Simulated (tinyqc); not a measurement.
## Donor binding, ionisation and the Mott limit: ionisation against doping

Hydrogenic donor: Ry = (m0 q^3/(8 eps0^2 h^2)) me/eps_r^2 in eV, E0 = cc Ry, radius a = q/(8 pi eps0 eps_r E0), Mott density Nm = (0.26/a)^3. Below Nm the level sinks as Ed = E0 [1 - (N/Nm)^(1/3)]. Neutrality: Nc F12(eta) = N/(1 + 2 exp(eta + Ed/kB T)), F12(x) = (2/sqrt(pi)) int_0^infinity sqrt(u)/(1 + exp(u - x)) du.

The neutrality equation is solved with F12 in each row.

Parameters, values chosen for the exercise; band and dielectric values close to those of gallium phosphide:

| symbol | value | unit | meaning |
|---|---|---|---|
| T | 200 | K | temperature |
| eps_r | 11 |  | relative permittivity |
| me | 0.295 | m0 | mass in the hydrogenic formula, set independently of Nc |
| Nc | 9.69e18 | cm^-3 | conduction-band density of states at 200 K |
| cc | 2.1 |  | ratio of the true binding energy to the hydrogenic one |

Constants: q = 1.602176634e-19 C, kB = 1.380649e-23 J/K, eps0 = 8.8541878128e-12 F/m, h = 6.62607015e-34 J s, m0 = 9.1093837015e-31 kg, Vt = kB T/q. Results are converted to the units shown.

Ionisation against doping:
```
N (cm^-3)      N/Nm  Ed (meV)  ionised (%)  ionised with Ed = E0 (%)
9.9e15     4.673e-4     64.25        92.69                     90.47
2.2e16     0.001038     62.60        87.00                     82.43
4.9e16     0.002313     60.45        78.94                     70.97
1.1e17     0.005192     57.60        69.19                     57.37
2.5e17      0.01180     53.80        59.02                     43.69
5.5e17      0.02596     49.03        50.23                     32.27
1.2e18      0.05664     42.91        43.20                     23.22
2.7e18       0.1274     34.60        37.95                     16.13
6.1e18       0.2879     23.66        34.84                     11.01
1.4e19       0.6608     8.985        33.84                     7.365
```

The ionised share falls from 92.7 to 33.8 %, against 90.5 to 7.36 % for a fixed level: a higher density raises EF against the level, which fills more donors, while the sinking Ed works the other way.

Range of the model: A sharp level with degeneracy 2 overstates freeze-out near Nm, where the impurity band broadens and merges with the conduction band.

Program tinyqc, `OMP_NUM_THREADS=1 python tinyqc.py 2330025 2330026 out.jsonl`; Intel Xeon 2.30GHz, shared host, one thread, about 0.02 s.
